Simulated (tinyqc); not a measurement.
Anisotropic elasticity and sound waves of a cubic crystal: one step, computed by the program tinyqc. Command: `OMP_NUM_THREADS=1 python tinyqc.py 3012446 3012447 out.jsonl cubicelastic walk`. One thread of a shared host (Intel(R) Xeon(R) Processor @ 2.30GHz), about 0.01 s of CPU time with the checks.

Voigt order 1..6 = xx, yy, zz, yz, xz, xy, with engineering shear strains. The rotated frame has x' as named, z' along the wafer normal and y' = z' x x'.

Problem. Sound waves along the wave normal. In the cube axes, with unit normal n: G_ij = (C12 + C44) n_i n_j + (C44 - H n_i^2) delta_ij, eigenvalues rho v^2, eigenvectors u (columns, largest component positive). Group velocity V_i = [(C12 + C44)(u.n) u_i + C44 n_i - H u_i^2 n_i]/(rho v); its angle to n has cosine v/|V|.

Inputs (values chosen for the exercise, for a model crystal): C12 = 50.3 GPa; C44 = 74.7 GPa; density rho = 4.61 g/cm^3.

Frame: (001) wafer, x' along [110].

wave normal (not normalised): [1, 4.5, 1.2]

H = 88.7 GPa

Give: Christoffel matrix; phase velocities; polarisations; group speeds; angles between V and n.

Solution.

Christoffel matrix (GPa), rows x, y, z:
$$\begin{pmatrix}
76.3 & 24.8 & 6.6 \\
24.8 & 107.1 & 29.7 \\
6.6 & 29.7 & 77.0
\end{pmatrix}$$

phase velocities (m/s): [3442, 3900, 5425]

polarisations, rows x, y, z, columns slow, fast, longitudinal:
$$\begin{pmatrix}
0.4809 & 0.7872 & 0.3861 \\
-0.5931 & -0.0322 & 0.8045 \\
0.6457 & -0.6159 & 0.4513
\end{pmatrix}$$

group speeds (m/s): [4099, 3982, 5759]

angles between V and n (degree): [32.91, 11.68, 19.60]

Energy flows off the wave normal by up to 32.9 degrees, for the slow transverse wave.
